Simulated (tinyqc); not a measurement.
# Capacitances against the space between lines

Endless row of lines of width wl, height tl and space sl between grounded planes at distance hd; e2 fills the gaps beside the lines, e1 the rest. Laplace's equation is solved on meshes of 3, 6 and 12 steps per unit u and extrapolated (Aitken), which is good to about 0.2 %. C_even (all lines at 1 V) is the capacitance Cg to the planes; C_odd (neighbours in antiphase) = Cg + 4 Cc if only nearest neighbours couple, which defines Cc; total with quiet neighbours Cg + 2 Cc. Plate values 2 eps0 e1 wl/hd and eps0 e2 tl/sl.

Inputs (values chosen for the exercise):
- e1 = 4.2 (relative permittivity above and below the lines)
- e2 = 7 (relative permittivity between the lines)
- wl = 4 u (line width, in units u)
- tl = 12 u (line height)
- hd = 4 u (distance to each plane)

Constants: eps0 = 8.8541878128e-12 F/m. Results are converted to the units shown.

The same in every row: plate Cg (aF/um) = 74.4.

Capacitances against the space between lines:
columns A: sl (u); B: Cg (aF/um); C: Cc (aF/um); D: Cg + 2 Cc (aF/um); E: C_odd (aF/um); F: plate Cc (aF/um); G: share of coupling, 2 Cc/(Cg + 2 Cc) (%)
```
A     B     C    D       E     F     G
2   109   395  900  1.69e3   372  87.8
4   140   194  528     915   186  73.4
6   168   122  413     657   124  59.3
8   192  85.0  362     532  93.0  47.0
12  230  45.9  322     414  62.0  28.5
16  257  26.3  310     363  46.5  17.0
24  287  8.98  305     323  31.0  5.90
```

As sl goes from 2 to 24, Cg rises from 109 to 287 aF/um, Cc falls from 395 to 8.98 aF/um and the share of coupling falls from 87.8 to 5.90 %. Cg is 1.47 times its plate value in the first row and 3.85 times in the last; for Cc the ratios are 1.06 and 0.290. Neighbours in antiphase raise the load by a factor of 1.88 and 1.06 over quiet ones.

Computed by the program tinyqc: `OMP_NUM_THREADS=1 python tinyqc.py 2790217 2790218 out.jsonl`, one thread of a shared Intel Xeon 2.30GHz, about 0.8 s for the whole run.
